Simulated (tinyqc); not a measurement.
# From one set of inputs to another, one input at a time

Model: vibrations of a mass or spring defect in a linear chain. Computed by tinyqc, a small Python program. Command: `OMP_NUM_THREADS=1 python tinyqc.py 3002485 3002486 out.jsonl localmode ladder`. One thread of a shared host (Intel(R) Xeon(R) Processor @ 2.30GHz), about 0.02 s of CPU time with the checks.

A ring of N atoms with nearest-neighbour springs k and motion along the chain. Atom 1 is the defect, of mass M', and its two springs are k'. All other atoms have the mass M.

The inputs printed are set A. Inputs not listed in the table keep their values of set A, so the rows need not describe a real material.

Inputs (values chosen for the exercise, for a model chain):
```
quantity                         value           unit
spring constant k                 2.92  eV/angstrom^2
host mass M                         99              u
defect mass M'                      28              u
spring ratio k'/k at the defect      1              -
isotope mass step                    1              u
```

Host: monatomic.

Constants: nu for 1 eV/(angstrom^2 u) = 15.6333042 THz.

Method:
- Host band: lambda from 0 to 4k/M.
- nu = 15.6333042 THz x sqrt(lambda), lambda in eV/(angstrom^2 u).
- D_ii = (sum of the two springs at i)/M_i, D_ij = -k_ij/sqrt(M_i M_j) for neighbours, closed into a ring.
- The same matrix for 120 atoms; amplitudes are the mass-weighted eigenvector, in size, relative to the defect, for the highest mode; its weight is the squared component of the normalised eigenvector on the defect.
- Raise M' by the isotope step in the 120-atom ring. First order, good only for a step much smaller than M': Delta nu/nu = -(1/2) (weight on the defect) Delta M'/M'; a defect vibrating against fixed neighbours would give sqrt(M'/(M' + step)) - 1.

Each row keeps all changes above it:
```
input moved                        from    to  highest frequency, long ring (THz)  weight of the highest mode on the defect  shift, exact (%)
set A                                 -     -                                7.71                                    0.8353            -1.449
spring constant k (eV/angstrom^2)  2.92    11                               14.96                                    0.8353            -1.449
host mass M (u)                      99   116                               14.78                                    0.8627            -1.498
defect mass M' (u)                   28  16.9                               18.52                                    0.9214            -2.607
```

Where does the difference come from?

Highest frequency, long ring goes from 7.71 to 18.5, a factor 2.40 in all. The largest single move comes from spring constant k (a factor 1.94). Weight of the highest mode on the defect goes from 0.835 to 0.921, a factor 1.10 in all. The largest single move comes from defect mass M' (a factor 1.07). shift, exact goes from -1.45 to -2.61, -1.16 in all. The largest single move comes from defect mass M' (-1.11). The single moves hold for this order of the switches; the total does not depend on the order.

Extremes, crossings and ranges named in words are read from the listed rows.
